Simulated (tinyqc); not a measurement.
The mobility curve: inversion-layer mobility, back-scattering and ballistic limit of a field-effect transistor. Computed by tinyqc, a small Python program. Command: `OMP_NUM_THREADS=1 python tinyqc.py 3013810 3013811 out.jsonl mos walk`. One thread of a shared host (Intel(R) Xeon(R) Processor @ 2.30GHz), about 0.01 s of CPU time with the checks.

The charge at the top of the source barrier is fixed by the gate; series resistance and short-channel effects are left out. F_j are Fermi integrals normalised to exp(eta) in the classical limit.

Inputs (values chosen for the exercise, modelled on a 4H-SiC n-channel):

| quantity | value | unit |
|---|---|---|
| weight w of the inversion charge | 0.5 | - |
| permittivity eps | 9.7 | - |
| phonon mobility at 1 MV/cm and 300 K, mu_ph | 91 | cm^2/(V s) |
| roughness mobility at 1 MV/cm, mu_sr | 46 | cm^2/(V s) |
| Coulomb mobility at N_inv = 1e12/cm^2, mu_C | 32 | cm^2/(V s) |
| electrical oxide thickness t_inv | 2.1 | nm |
| depletion charge N_dep | 1.2e+11 | 1/cm^2 |
| temperature T | 400 | K |

Statistics at the top of the barrier: Fermi-Dirac.

Constants: eps_0 = 8.8541878128e-12 F/m; e = 1.602176634e-19 C.

Method. N_inv = 3.9 eps_0 (V_G - V_T)/(e t_inv); effective field E_eff = e (N_dep + w N_inv)/(eps eps_0). mu_phonon = mu_ph (E_eff/1 MV/cm)^(-0.3) (T/300 K)^(-1.75); mu_rough = mu_sr (E_eff/1 MV/cm)^(-2); mu_Coulomb = mu_C (N_inv/1e12 cm^-2) (T/300 K); Matthiessen's rule adds 1/mu.

Mobilities (cm^2/(V s)):

| V_G - V_T (V) | N_inv (1/cm^2) | E_eff (MV/cm) | phonon | roughness | Coulomb | total |
|---|---|---|---|---|---|---|
| 0.03 | 3.0790e+11 | 0.0511 | 134.23 | 1.7613e+04 | 13.14 | 11.958 |
| 0.06 | 6.1579e+11 | 0.0798 | 117.42 | 7.2194e+03 | 26.27 | 21.406 |
| 0.12 | 1.2316e+12 | 0.1373 | 99.80 | 2.4416e+03 | 52.55 | 33.945 |
| 0.20 | 2.0526e+12 | 0.2138 | 87.37 | 1.0059e+03 | 87.58 | 41.915 |
| 0.35 | 3.5921e+12 | 0.3574 | 74.89 | 3.6005e+02 | 153.26 | 44.141 |
| 0.50 | 5.1316e+12 | 0.5010 | 67.68 | 1.8324e+02 | 218.95 | 40.322 |
| 0.75 | 7.6974e+12 | 0.7404 | 60.20 | 8.3923e+01 | 328.42 | 31.673 |
| 1.00 | 1.0263e+13 | 0.9797 | 55.34 | 4.7928e+01 | 437.90 | 24.262 |
| 1.50 | 1.5395e+13 | 1.4583 | 49.12 | 2.1630e+01 | 656.85 | 14.681 |

What follows from these numbers?

The lowest part is Coulomb from 0.0300 to 0.120, phonon from 0.200 to 0.750, roughness from 1.00 to 1.50 V. The total peaks at 44 near E_eff = 0.36 MV/cm: screening lifts it at low density and the field presses it down at high density.

Extremes, crossings and ranges named in words are read from the listed rows.
